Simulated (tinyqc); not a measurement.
Comparisons within one model: three-band tight binding of a dichalcogenide monolayer. A value that a table varies takes the place of the one given here.

Basis dz2, dxy, dx2-y2 on a triangular lattice, nearest neighbours; alpha = kx a/2, beta = sqrt3 ky a/2. h0 = e1 + 2 t0 (cos 2alpha + 2 cos alpha cos beta); h1 = -2 sqrt3 t2 sin alpha sin beta + 2i t1 (sin 2alpha + sin alpha cos beta); h2 = 2 t2 (cos 2alpha - cos alpha cos beta) + 2i sqrt3 t1 cos alpha sin beta; h11 = e2 + 2 t11 cos 2alpha + (t11 + 3 t22) cos alpha cos beta; h22 = e2 + 2 t22 cos 2alpha + (3 t11 + t22) cos alpha cos beta; h12 = sqrt3 (t22 - t11) sin alpha sin beta + 4i t12 sin alpha (cos alpha - cos beta) + i lam sz. H = [[h0, h1, h2], [., h11, h12], [., ., h22]], Hermitian; the lowest band of each spin is filled. K = (4 pi/3a, 0), M = (pi/a, pi/(sqrt3 a)).

Constants: hbar^2/2m0 = 3.80998211 eV angstrom^2.

Values chosen for the exercise (near a published set for monolayer MoSe2; the results hold for these values, not for the real material):
- a = 3.33 angstrom (lattice constant)
- e1 = 0.921 eV (level of dz2)
- e2 = 2.074 eV (level of dxy and dx2-y2)
- t0 = -0.187 eV (hopping)
- t1 = 0.321 eV (hopping)
- t2 = 0.458 eV (hopping)
- t11 = 0.211 eV (hopping)
- t12 = 0.292 eV (hopping)
- t22 = 0.133 eV (hopping)
- lam = 0.089 eV (spin-orbit constant)

## Three bands against the two-band Dirac model at K

Masses from central differences along kx with step 0.002 1/angstrom, c = hbar^2/2m0; Berry curvature of the valence band from a counter-clockwise plaquette of side 0.001 1/angstrom, Omega = -arg(product of overlaps)/area. Two-band model: coupling A = (3 a/(2 sqrt2))(t1 + sqrt3 t2) between valence and conduction states, mass c G/A^2 for both, Omega_v = 2 A^2/G^2. sz = 0 drops the spin-orbit term.

At K:
```
sz,G (eV),m_c (m0),m_v (m0),two-band mass,Omega_v (angstrom^2),two-band Omega
1,1.3523,0.473,0.650,0.333,16.913,16.941
0,1.4413,0.512,0.740,0.355,14.888,14.913
-1,1.5303,0.551,0.843,0.376,13.207,13.229
```

A = 3.9356 eV angstrom

How do the results move?

Without spin-orbit coupling the electron mass is 0.512 and the hole mass 0.740, against 0.355 for both in the two-band model: the third band and the curvature of the diagonal terms break the symmetry. The Berry curvature is -0.2 % from the two-band value. The smaller gap (sz = +1) has the larger curvature, by a factor 1.28.

## All hoppings scaled

The six hoppings are multiplied by f; e1, e2 and lam stay (real strain also moves e1 and e2, so this is no model of it). Closed forms: Ev(K) = e2 - (3/2)(t11 + t22) - 3 sqrt3 t12 + lam, Ec(K) = e1 - 3 t0, Ev(Gamma) = e1 + 6 t0.

Gaps (eV):
```
f,direct gap at K,Ev(K) - Ev(Gamma),Ec(K) - top of valence band
0.85,0.9631,0.4674,0.9631
0.90,1.0928,0.4219,1.0928
0.94,1.1966,0.3854,1.1966
0.97,1.2744,0.3581,1.2744
1.00,1.3523,0.3307,1.3523
1.03,1.4301,0.3034,1.4301
1.06,1.5079,0.2760,1.5079
1.10,1.6117,0.2396,1.6117
```

What does this show?

The direct gap changes by +25.9 meV for each per cent of f. The top of the valence band stays at K over the range.

## What each parameter does

Spin up: gap at K, Ev(K) - Ev(Gamma), and masses at K by central differences along kx with step 0.002 1/angstrom, c = hbar^2/2m0. Each row changes one parameter from the base and keeps the others.

Results:
```
case,gap at K (eV),K - Gamma (eV),m_c (m0),m_v (m0)
base,1.3523,0.3307,0.473,0.650
lam = 0.119 eV,1.3223,0.3607,0.461,0.623
t11 = 0.181 eV,1.3073,0.3757,0.448,0.600
t22 = 0.103 eV,1.3073,0.3757,0.448,0.594
t0 = -0.217 eV,1.4423,0.5107,0.547,0.741
e2 = 2.104 eV,1.3223,0.3607,0.457,0.623
t2 = 0.428 eV,1.3523,0.3307,0.516,0.791
```

How do the results move?

The largest shifts from the base row, up to three for each result and ties (the steps differ in size, so this ranks the rows, not the parameters). gap at K (eV): t0 +0.0900, t11 -0.0450, t22 -0.0450; unchanged at the printed digits by t2. K - Gamma (eV): t0 +0.1800, t11 +0.0450, t22 +0.0450; unchanged at the printed digits by t2. m_c (m0): t0 +0.074, t2 +0.042, t22 -0.025, t11 -0.025. m_v (m0): t2 +0.141, t0 +0.090, t22 -0.056. t2 couples dz2 to the other orbitals and vanishes at K and Gamma, so only the masses feel it.

(tinyqc, `OMP_NUM_THREADS=1 python tinyqc.py 1450544 1450545 out.jsonl`, Intel(R) Xeon(R) Processor @ 2.30GHz, 1 thread, shared host, about 0.01 s.)
